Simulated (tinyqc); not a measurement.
What moves the results: free and nearly free electrons in a metal. A value that a table varies takes the place of the one given here.

The cubic cell holds 4 atoms: n = 4 z/a^3, kF = (3 pi^2 n)^(1/3), EF = c kF^2/m, vF = 2 c kF/(m hbar), c = hbar^2/2m0; rs = (3/(4 pi n))^(1/3)/a0; D(EF) = 3 n/(2 EF).

Two plane waves k and k - G, G = (111) (2 pi/a): H = [[c k^2/m, V], [V, c (k - G)^2/m]] with c = hbar^2/2m0.

Square wire of width w with grain size w: rho/rho0 = 1/(1 - 3 al/2 + 3 al^2 - 3 al^3 ln(1 + 1/al)) + (3/4) (1 - p) l/w, with al = (l/w) Rg/(1 - Rg) (Mayadas-Shatzkes plus the thick-wire form of Fuchs-Sondheimer); l = hbar kF/(n e^2 rho), e = 1.602176634e-19 C.

Constants: hbar^2/2m0 = 3.80998211 eV angstrom^2; hbar = 6.58211957e-16 eV s; a0 (Bohr radius) = 0.5291772105 angstrom.

Parameters, chosen for this exercise (near those of Au, whose d bands this model ignores; the results hold for these values, not for the real material): a = 4.057 angstrom (fcc lattice constant); z = 1 (free electrons an atom); m = 1.49 m0 (mass); rho = 2.3 micro-ohm cm (bulk resistivity); p = 0 (specularity of the surfaces); Rg = 0.49 (reflection at grain boundaries); w = 30 nm (wire width).

## When the Fermi surface touches the face

On the face the lower band is E = c (G^2/4 + q^2)/m - V, q along the face. EF is held at its free value. A neck opens where EF > c G^2/(4m) - V, with radius q; the second band fills where EF > c G^2/(4m) + V.

Necks:
```
V (eV)  lower band at the face centre (eV)  neck radius (1/angstrom)  radius/kF
0.2                                  4.400                         -          -
0.5                                  4.100                         -          -
0.8                                  3.800                         -          -
1.1                                  3.500                    0.3107      0.257
1.4                                  3.200                    0.4624      0.382
1.8                                  2.800                    0.6085      0.503
2.2                                  2.400                    0.7257      0.600
2.6                                  2.000                    0.8265      0.683
```

EF = 3.747 eV
c G^2/(4m) = 4.600 eV

How do the results move?

Contact needs V > 0.853 eV. It is first met at V = 1.1 eV of those listed, and the radius then grows as the square root of the excess, to 0.683 kF at 2.6 eV. EF is held at its free value here; a count of states lowers it as V grows, strongly for V of an eV or more, so the threshold is a lower bound, the radii are upper bounds, and some necks may vanish.

## Resistivity of narrow wires

Wires:
```
w (nm)     al  grain term (factor - 1)  surface term  rho (micro-ohm cm)
200     0.173                    0.250         0.135                3.19
100     0.347                    0.491         0.271                4.05
50      0.694                    0.964         0.541                5.76
30      1.156                    1.588         0.902                8.03
20      1.734                    2.363         1.354               10.85
14      2.477                    3.358         1.934               14.47
10      3.468                    4.682         2.707               19.29
7       4.954                    6.666         3.867               26.53
```

l = 36.09 nm

How do the results move?

At 7 nm the resistivity is 11.53 times the bulk value; grain boundaries add more (6.67 from grains, 3.87 from surfaces). It passes twice the bulk value between 100 and 50 nm. The surface formula is meant for w above l = 36 nm, so the rows below that are rough.

## What sets the wire resistivity

All results formed anew. Each row changes one parameter from the base and keeps the others.

Results:
```
case                     EF (eV)  l (nm)  wire rho (micro-ohm cm)
base                       3.747   36.09                    8.027
a = 4.179 angstrom         3.531   38.30                    8.372
m = 1.788 m0               3.122   36.09                    8.027
rho = 2.76 micro-ohm cm    3.747   30.08                    8.502
p = 0.3                    3.747   36.09                    7.405
Rg = 0.343                 3.747   36.09                    6.388
w = 21 nm                  3.747   36.09                   10.446
```

What does this show?

The largest shifts from the base row, up to three for each result and ties (the steps differ in size, so this ranks the rows, not the parameters). EF (eV): m -0.624, a -0.216; unchanged at the printed digits by rho, p, Rg and w. l (nm): rho -6.02, a +2.20; unchanged at the printed digits by m, p, Rg and w. wire rho (micro-ohm cm): w +2.419, Rg -1.639, p -0.623; unchanged at the printed digits by m. The mass drops out of l at given rho, because vF falls and tau rises by the same factor.

Computed by tinyqc, a small Python program: `OMP_NUM_THREADS=1 python tinyqc.py 1681206 1681207 out.jsonl` (the numbers bound the seed that draws the inputs); one thread of a shared host (Intel(R) Xeon(R) Processor @ 2.30GHz), about 0.01 s for the whole set of steps.
